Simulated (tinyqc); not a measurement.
# Changing the step-edge barrier E_s

Model: epitaxial growth on a vicinal surface: Burton-Cabrera-Frank step flow, step-edge barrier and island nucleation. Computed by tinyqc, a small Python program. Command: `OMP_NUM_THREADS=1 python tinyqc.py 3000791 3000792 out.jsonl stepflow sweep`. One thread of a shared host (Intel(R) Xeon(R) Processor @ 2.30GHz), about 0.02 s of CPU time with the checks.

Adatoms land at rate F, hop on a square grid (a simplification for hexagonal faces), desorb, or join steps. Lengths are in units of a and n is the adatom coverage. Steps ascend at x = 0 and descend at x = l.

Inputs (values chosen for the exercise, close to those used for GaAs(001)):
```
quantity                                    value      unit
site spacing a                                  4  angstrom
step height h                                2.83  angstrom
diffusion barrier E_d                        1.35        eV
desorption energy E_a                        2.57        eV
adatom formation energy E_f                 0.903        eV
attempt frequency nu                            1       THz
deposition rate F                             6.6  layers/s
miscut angle                                  0.2   degrees
temperature T                                 530         C
critical nucleus size i                         3         -
binding energy of the critical nucleus E_i   0.94        eV
```

Constants: k_B = 8.617333262e-05 eV/K.

Method:
- D = nu exp(-E_d/(k_B T)) (a^2/s, nu counted per direction); tau = exp(E_a/(k_B T))/nu; x_s = sqrt(D tau); n_eq = exp(-E_f/(k_B T)); terrace width l = h/(a tan(miscut)); Schwoebel length l_s = exp(E_s/(k_B T)) - 1.
- Temperatures in kelvin are T(C) + 273.15.
- D n'' - n/tau + F = 0 with n(0) = n_eq and -l_s n'(l) = n(l) - n_eq. With u = n - F tau, A = n_eq - F tau, y = l/x_s, s = l_s/x_s: u = A cosh(x/x_s) + B sinh(x/x_s), B = A (1 - cosh y - s sinh y)/(sinh y + s cosh y). Flux into the ascending step J+ = D B/x_s, over the descending one J- = -(D/x_s)(A sinh y + B cosh y); step velocity J+ + J-; growth rate (J+ + J-)/l. For small y: J+ + J- = (F - n_eq/tau) l, J-/J+ = l/(l + 2 l_s).
- The coverage peaks where n' = 0, tanh(x/x_s) = -B/A.

One run for each value; columns: (1) step-edge barrier E_s (eV); (2) J- (atoms per step site and s); (3) J+ (atoms per step site and s); (4) peak coverage; (5) position of the peak (a); (6) Schwoebel length l_s (a):
```
(1)     (2)   (3)    (4)    (5)        (6)
0.00  668.8   669  10.03  101.3          0
0.05  665.3   672  10.13  101.9  1.059e+00
0.10  658.3   679  10.35  102.9  3.241e+00
0.15  644.2   693  10.78  105.1  7.735e+00
0.20  617.1   721  11.64  109.2  1.699e+01
0.30  487.6   850  16.20  128.8  7.530e+01
0.40  258.0  1079  26.13  163.6  3.226e+02
0.50   86.1  1251  35.11  189.6  1.371e+03
```

Over the rows, J- (atoms per step site and s) falls from 669 to 86.1; J+ (atoms per step site and s) rises from 669 to 1250; peak coverage rises from 10.0 to 35.1. The barrier matters once l_s is comparable with l; in the limit the descending step reflects, the peak moves to x = l and the excess coverage is four times as large when desorption is weak.

Caution (all rows): twice the distance from the ascending step to the coverage peak exceeds the expected island spacing [0.25 (F/D)^(i/(i+2)) exp(E_i/((i+2) k_B T))]^(-1/2) by 40 % or more, so islands nucleate and the step-flow values are formal.

Extremes, crossings and ranges named in words are read from the listed rows.
